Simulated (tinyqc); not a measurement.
# Changing the temperature T

Model: kinetic Monte Carlo and master equation for a particle on a ring of sites with traps and bias. Computed by tinyqc, a small Python program. Command: `OMP_NUM_THREADS=1 python tinyqc.py 3029497 3029498 out.jsonl kmc sweep`. One thread of a shared host (Intel(R) Xeon(R) Processor @ 2.30GHz), about 0.01 s of CPU time with the checks.

5 sites on a ring, numbered 1 to 5. The saddle between i and i+1 lies at E0 + s b_i and site i at s eps_i; a force F tilts the landscape, with the saddle half-way.

Inputs (values chosen for the exercise, for a model defect):
```
quantity                        value         unit
reference barrier E0             0.33           eV
scale factor s of the disorder      1            -
attempt frequency nu              1.6          THz
site spacing a                    3.6     angstrom
force F along the ring           0.02  eV/angstrom
```

Disorder: random barriers.

site energies eps_i (eV): 0  0  0  0  0

saddle shifts b_i between sites i and i+1 (eV): -0.038  -0.0042  0.041  -0.03  0.011

Constants: k_B = 8.617333262e-05 eV/K.

Method:
- Rates: k(i to i+1) = nu exp(-(E0 + s b_i - s eps_i - F a/2)/(k_B T)), k(i to i-1) = nu exp(-(E0 + s b_(i-1) - s eps_i + F a/2)/(k_B T)).
- Share right = k right/(k right + k left); mean stay = 1/(k right + k left).
- Master equation dP/dt = W P, W_(i+1,i) = k right, W_(i-1,i) = k left, columns summing to zero. The steady state is its null vector; drift v = a sum P_i (k right - k left). D = a^2 lambda''(0)/2, where lambda(q) is the leading eigenvalue of W with right hops weighted by exp(q) and left hops by exp(-q).
- The slowest relaxation rate is minus the real part of the next eigenvalue of W. 1 angstrom = 1e-8 cm.
- At zero force D0 = a^2 nu exp(-E0/(k_B T)) / [<exp(-s eps/(k_B T))> <exp(s b/(k_B T))>], with means over the ring; Einstein relation v = D0 F/(k_B T); 1 angstrom = 1e-8 cm.

One run for each value:
```
temperature T (K)  zero-force diffusivity D0 (cm^2/s)  D0 over the value without disorder  drift velocity v (cm/s)
180                                         3.495e-13                              0.2927                9.794e-05
210                                         9.917e-12                              0.3975                1.976e-03
260                                         4.550e-10                              0.5469                6.049e-02
320                                         8.943e-09                              0.6793                8.492e-01
390                                         8.827e-08                              0.7826                6.317e+00
470                                         5.143e-07                              0.8571                2.887e+01
570                                         2.287e-06                              0.9128                1.017e+02
700                                         8.316e-06                              0.9530                2.924e+02
```

Describe and explain the trends.

Over the rows, zero-force diffusivity D0 (cm^2/s) rises from 3.50e-13 to 8.32e-6 (exponent d ln y / d ln x 22 between the first rows and 6.3 between the last); D0 over the value without disorder rises from 0.293 to 0.953 (exponent d ln y / d ln x 2.0 between the first rows and 0.21 between the last); drift velocity v (cm/s) rises from 9.79e-5 to 292 (exponent d ln y / d ln x 19 between the first rows and 5.1 between the last). The apparent barrier of D0 is 0.363 eV between the coldest rows and 0.341 eV between the hottest; at low T it tends to the highest saddle minus the deepest site, 0.371 eV, at high T to the mean difference, 0.326 eV.

Extremes, crossings and ranges named in words are read from the listed rows.
